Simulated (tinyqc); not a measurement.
sp3s* tight binding: one step. The Hamiltonian without spin-orbit coupling. Three cases, with inputs chosen for the exercise.

Problem. Fill in the 10 x 10 matrix.

sp3s* tight binding, nearest neighbours only: anion (a) at 0, cation (c) at a/4 (1,1,1), orbitals s, px, py, pz, s* on each; k in units of 2 pi/a. With phases e_j = exp(i (pi/2) k.n_j) for n = (1,1,1), (1,-1,-1), (-1,1,-1), (-1,-1,1): g0 = (e1+e2+e3+e4)/4, g1 = (e1+e2-e3-e4)/4, g2 = (e1-e2+e3-e4)/4, g3 = (e1-e2-e3+e4)/4. The diagonal holds the levels Esa, Epa, Exa (s*) and Esc, Epc, Exc. Anion-cation block: <sa|sc> = Vss g0; <sa|xc> = Vsapc g1; <xa|sc> = -Vscpa g1; <xa|xc> = Vxx g0; <xa|yc> = <ya|xc> = Vxy g3, <xa|zc> = <za|xc> = Vxy g2, <ya|zc> = <za|yc> = Vxy g1; <s*a|xc> = Vxapc g1; <xa|s*c> = -Vpaxc g1; y and z take g2 and g3 in place of g1; s-s* and s*-s* vanish.

Case 1.

Values chosen (near a published set for AlAs, fitted to gaps, whose masses and valley positions are rough; not measured data): Esa = -7.512 eV (s level of the anion); Epa = 0.985 eV (p level of the anion); Esc = -1.165 eV (s level of the cation); Epc = 3.588 eV (p level of the cation); Exa = 7.478 eV (s* level of the anion); Exc = 6.746 eV (s* level of the cation); Vss = -6.644 eV (s-s); Vxx = 1.881 eV (px-px); Vxy = 4.284 eV (px-py); Vsapc = 5.116 eV (s anion, p cation); Vscpa = 5.503 eV (s cation, p anion); Vxapc = 4.518 eV (s* anion, p cation); Vpaxc = 4.996 eV (p anion, s* cation).

g0, g1, g2, g3: 0.6004202  0.7996847i  0.0000000  0.0000000

Case 2.

Values chosen (near a published set for InAs, fitted to gaps, whose masses and valley positions are rough; not measured data): Esa = -9.589 eV (s level of the anion); Epa = 0.913 eV (p level of the anion); Esc = -2.725 eV (s level of the cation); Epc = 3.746 eV (p level of the cation); Exa = 7.424 eV (s* level of the anion); Exc = 6.739 eV (s* level of the cation); Vss = -5.571 eV (s-s); Vxx = 1.83 eV (px-px); Vxy = 4.444 eV (px-py); Vsapc = 3.011 eV (s anion, p cation); Vscpa = 5.437 eV (s cation, p anion); Vxapc = 3.358 eV (s* anion, p cation); Vpaxc = 3.896 eV (p anion, s* cation).

g0, g1, g2, g3: 0.5157054  0.4997533i  0.4997533i  -0.4842946

Case 3.

Values chosen (near a published set for Si, fitted to gaps, whose masses and valley positions are rough; spin-orbit coupling, where it is added without a refit, lifts the valence top and shrinks all gaps by about a third of the splitting; not measured data): Esa = -4.21 eV (s level of the anion); Epa = 1.712 eV (p level of the anion); Esc = -4.21 eV (s level of the cation); Epc = 1.712 eV (p level of the cation); Exa = 6.69 eV (s* level of the anion); Exc = 6.69 eV (s* level of the cation); Vss = -8.312 eV (s-s); Vxx = 1.718 eV (px-px); Vxy = 4.587 eV (px-py); Vsapc = 5.722 eV (s anion, p cation); Vscpa = 5.722 eV (s cation, p anion); Vxapc = 5.383 eV (s* anion, p cation); Vpaxc = 5.383 eV (p anion, s* cation).

g0, g1, g2, g3: 0.7652389-0.0031925i  -0.2032248+0.0120213i  -0.0045425+0.5378189i  -0.0084487+0.2891597i

Give: H(k).

Solution.

Case 1.

H(k) (eV):
```
           sa       xa        ya        za       s*a        sc       xc       yc       zc       s*c
sa    -7.5120        0         0         0         0   -3.9892  4.0912i        0        0         0
xa          0   0.9850         0         0         0  -4.4007i   1.1294        0        0  -3.9952i
ya          0        0    0.9850         0         0         0        0   1.1294  3.4258i         0
za          0        0         0    0.9850         0         0        0  3.4258i   1.1294         0
s*a         0        0         0         0    7.4780         0  3.6130i        0        0         0
sc    -3.9892  4.4007i         0         0         0   -1.1650        0        0        0         0
xc   -4.0912i   1.1294         0         0  -3.6130i         0   3.5880        0        0         0
yc          0        0    1.1294  -3.4258i         0         0        0   3.5880        0         0
zc          0        0  -3.4258i    1.1294         0         0        0        0   3.5880         0
s*c         0  3.9952i         0         0         0         0        0        0        0    6.7460
```

Case 2.

H(k) (eV):
```
           sa        xa        ya        za       s*a        sc       xc       yc       zc       s*c
sa    -9.5890         0         0         0         0   -2.8730  1.5048i  1.5048i  -1.4582         0
xa          0    0.9130         0         0         0  -2.7172i   0.9437  -2.1522  2.2209i  -1.9470i
ya          0         0    0.9130         0         0  -2.7172i  -2.1522   0.9437  2.2209i  -1.9470i
za          0         0         0    0.9130         0    2.6331  2.2209i  2.2209i   0.9437    1.8868
s*a         0         0         0         0    7.4240         0  1.6782i  1.6782i  -1.6263         0
sc    -2.8730   2.7172i   2.7172i    2.6331         0   -2.7250        0        0        0         0
xc   -1.5048i    0.9437   -2.1522  -2.2209i  -1.6782i         0   3.7460        0        0         0
yc   -1.5048i   -2.1522    0.9437  -2.2209i  -1.6782i         0        0   3.7460        0         0
zc    -1.4582  -2.2209i  -2.2209i    0.9437   -1.6263         0        0        0   3.7460         0
s*c         0   1.9470i   1.9470i    1.8868         0         0        0        0        0    6.7390
```

Case 3.

H(k) (eV):
```
                  sa               xa               ya               za              s*a               sc
sa           -4.2100                0                0                0                0  -6.3607+0.0265i
xa                 0           1.7120                0                0                0   1.1629-0.0688i
ya                 0                0           1.7120                0                0   0.0260-3.0774i
za                 0                0                0           1.7120                0   0.0483-1.6546i
s*a                0                0                0                0           6.6900                0
sc   -6.3607-0.0265i   1.1629+0.0688i   0.0260+3.0774i   0.0483+1.6546i                0          -4.2100
xc   -1.1629-0.0688i   1.3147+0.0055i  -0.0388-1.3264i  -0.0208-2.4670i  -1.0940-0.0647i                0
yc   -0.0260-3.0774i  -0.0388-1.3264i   1.3147+0.0055i  -0.9322-0.0551i  -0.0245-2.8951i                0
zc   -0.0483-1.6546i  -0.0208-2.4670i  -0.9322-0.0551i   1.3147+0.0055i  -0.0455-1.5565i                0
s*c                0   1.0940+0.0647i   0.0245+2.8951i   0.0455+1.5565i                0                0

                  xc               yc               zc             s*c
sa   -1.1629+0.0688i  -0.0260+3.0774i  -0.0483+1.6546i               0
xa    1.3147-0.0055i  -0.0388+1.3264i  -0.0208+2.4670i  1.0940-0.0647i
ya   -0.0388+1.3264i   1.3147-0.0055i  -0.9322+0.0551i  0.0245-2.8951i
za   -0.0208+2.4670i  -0.9322+0.0551i   1.3147-0.0055i  0.0455-1.5565i
s*a  -1.0940+0.0647i  -0.0245+2.8951i  -0.0455+1.5565i               0
sc                 0                0                0               0
xc            1.7120                0                0               0
yc                 0           1.7120                0               0
zc                 0                0           1.7120               0
s*c                0                0                0          6.6900
```

Computed by tinyqc, one run a case: `OMP_NUM_THREADS=1 python tinyqc.py N N+1 out.jsonl` with N = 1450099, 1450206, 1450478; one thread of a shared Intel(R) Xeon(R) Processor @ 2.30GHz, about 0.1 s a run at most.
